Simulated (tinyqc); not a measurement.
# Rapid thermal processing of a wafer: radiative balance, ramp and cooling, pattern effects, pyrometer error and spike budget, step by step

A worked calculation. Computed by tinyqc, a small Python program that keeps every step. Command: `OMP_NUM_THREADS=1 python tinyqc.py 3114229 3114230 out.jsonl rtp walk`. One thread of a shared host (Intel(R) Xeon(R) Processor @ 2.30GHz), about 0.04 s of CPU time with the checks. Intermediate numbers are printed to about 6 digits and carried at full precision; extremes and crossings named in words are read from the listed rows.

The wafer is opaque and uniform through its thickness unless said otherwise; temperatures in formulas are in kelvin (C + 273.15). sigma = 5.670374419e-12 W/(cm^2 K^4).

Inputs (values chosen for the exercise, modelled on a hot silicon wafer):

| quantity | value | unit |
|---|---|---|
| wafer thickness d | 725 | micrometre |
| heat capacity per volume C | 2.12 | J/(cm^3 K) |
| thermal conductivity k | 0.28 | W/(cm K) |
| emissivity eps of each face | 0.58 | - |
| reflectivity of the chamber walls r | 0.37 | - |
| gas heat-transfer coefficient h, both faces together | 1.1 | mW/(cm^2 K) |
| wall temperature T_w | 500 | K |
| process temperature | 1120 | C |
| starting temperature | 500 | C |
| ramp rate | 36 | K/s |
| relative change of absorptivity over a pattern | 12 | % |
| period of the pattern | 18 | mm |
| pyrometer wavelength | 0.9 | micrometre |
| error of the assumed emissivity | 8 | % |
| activation energy of the process E_a | 2 | eV |

Constants: k_B = 8.617333262e-05 eV/K; h = 6.62607015e-34 J s; c = 299792458 m/s; k_B = 1.380649e-23 J/K.

## Power to hold and to ramp

Effective emissivity between parallel grey plates: eps_eff = 1/(1/eps + 1/(1 - r) - 1). Loss per area q(T) = 2 eps_eff sigma (T^4 - T_w^4) + h (T - T_w). Absorbed power during a ramp = q(T) + C d x ramp rate; thermal time constant tau = C d/(dq/dT), dq/dT = 8 eps_eff sigma T^3 + h; natural cooling rate q/(C d); front-to-back difference under one-sided heating at the end of the ramp = (absorbed power) d/(2 k).

eps_eff = 0.432631

holding power q = 19.1579 W/cm^2

power at the end of the ramp = 24.6911 W/cm^2

dq/dT = 54.1656 mW/(cm^2 K)

time constant tau = 2.83760 s

natural cooling rate = 124.645 K/s

front-to-back difference = 3.19661 K

Radiation carries 95 % of the loss. The ramp needs 1.3 times the holding power.

## Cooling curve

Cooling with the lamps off: C d dT/dt = -q(T), integrated adaptively (relative tolerance 1e-10).

Lamps off at t = 0:

| t (s) | T (C) | cooling rate (K/s) |
|---|---|---|
| 0.28 | 1086.73 | 113.324 |
| 0.57 | 1055.35 | 103.367 |
| 1.10 | 1004.63 | 88.668 |
| 2.00 | 933.44 | 70.720 |
| 2.80 | 881.59 | 59.449 |
| 4.30 | 804.03 | 45.112 |
| 7.10 | 701.05 | 30.152 |
| 11.00 | 606.04 | 19.791 |

The rate falls from 125 K/s at t = 0 to 19.8 K/s in the last row.

## Thermal budget of a spike

Spike anneal: linear ramp to the peak, then lamps off. Equivalent time at the peak = int exp(-(E_a/k_B)(1/T - 1/T_peak)) dt; estimate (k_B T^2/E_a)(1/ramp rate + 1/cooling rate). The ramp part uses 4000 trapezoid steps, the cooling part 4000 steps over 4 tau. Time within 50 K of the peak from the same curves.

equivalent time, ramp = 2.08491 s

equivalent time, cooling = 0.753455 s

equivalent time, total = 2.83836 s

estimate = 2.99384 s

time within 50 K of the peak = 1.82015 s

Cooling supplies 27 % of the budget.

## What a faster ramp buys

The formulas are those given above.

Against the ramp rate:

| ramp (K/s) | ramp part (s) | cooling part (s) | total (s) | power at the peak (W/cm^2) |
|---|---|---|---|---|
| 10 | 7.50567 | 0.753455 | 8.25912 | 20.695 |
| 25 | 3.00227 | 0.753455 | 3.75572 | 23.000 |
| 50 | 1.50113 | 0.753455 | 2.25459 | 26.843 |
| 100 | 0.75057 | 0.753455 | 1.50402 | 34.528 |
| 250 | 0.30023 | 0.753455 | 1.05368 | 57.583 |
| 500 | 0.15011 | 0.753455 | 0.90357 | 96.008 |
| 1000 | 0.07506 | 0.753455 | 0.82851 | 172.858 |

From 10 to 100 K/s the total falls by a factor 5.5, from 100 to 1000 K/s by 1.82: the cooling part, 0.753 s, is a floor, and the natural cooling rate here is 125 K/s.

## Pattern effect

At steady state a sinusoidal change of absorbed power of relative amplitude a and period p gives the temperature amplitude a q/(dq/dT + k d (2 pi/p)^2); healing length l = sqrt(k d/(dq/dT)); process change = E_a dT/(k_B T^2). Emissivity is taken as unchanged.

healing length l = 6.12190 mm

amplitude without lateral conduction = 42.4430 K

amplitude = 7.62465 K

change of the process rate = 9.11762 %

Lateral conduction cuts the amplitude to 18 %, since p/(2 pi l) = 0.47.

## Pyrometer error

Signal proportional to eps/(exp(c2/(lambda T)) - 1), c2 = h c/k_B. If the assumed emissivity is too high by the given error, the reading T' solves (1 + error)/(exp(c2/(lambda T')) - 1) = 1/(exp(c2/(lambda T)) - 1). Wien estimate: T' - T = -lambda T^2 ln(1 + error)/c2. Process rates go as exp(-E_a/(k_B T)).

c2 = 14387.8 micrometre K

c2/(lambda T) = 11.4750

reading less true temperature = -9.28129 K

Wien estimate = -9.34363 K

rate at T over rate at T', less 1 = 11.8212 %

Checks made by the program: cooling time against quadrature of C d dT/q (relative difference 3e-08).
